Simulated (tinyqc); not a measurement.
CIS on RHF in the 6-311g basis, for He, spin multiplicity 1, step by step. One step of it, computed by the program tinyqc.

Task: CIS matrix, singlets. A(ia,jb) = (e_a - e_i) d_ij d_ab + 2 (ia|jb) - (ij|ab).

orbital energies (hartree): MO1 -0.916871, MO2 0.829434, MO3 6.313546

Two-electron integrals over orbitals (pq|rs), unique and non-zero (hartree):
```
(11|11) 1.026153    (21|11) -0.277318   (21|21) 0.146549    (22|11) 0.659589
(22|21) -0.113630   (22|22) 0.506646    (31|11) -0.173910   (31|21) 0.125599
(31|22) -0.078781   (31|31) 0.216548    (32|11) 0.229495    (32|21) -0.120916
(32|22) 0.102674    (32|31) -0.148688   (32|32) 0.127591    (33|11) 1.176980
(33|21) -0.380997   (33|22) 0.727303    (33|31) -0.386668   (33|32) 0.380658
(33|33) 1.599956
```

Give: CIS matrix A, singlet.

Result:

CIS matrix A, singlet (hartree):
```
       1>2    1>3
1>2  1.380  0.022
1>3  0.022  6.487
```
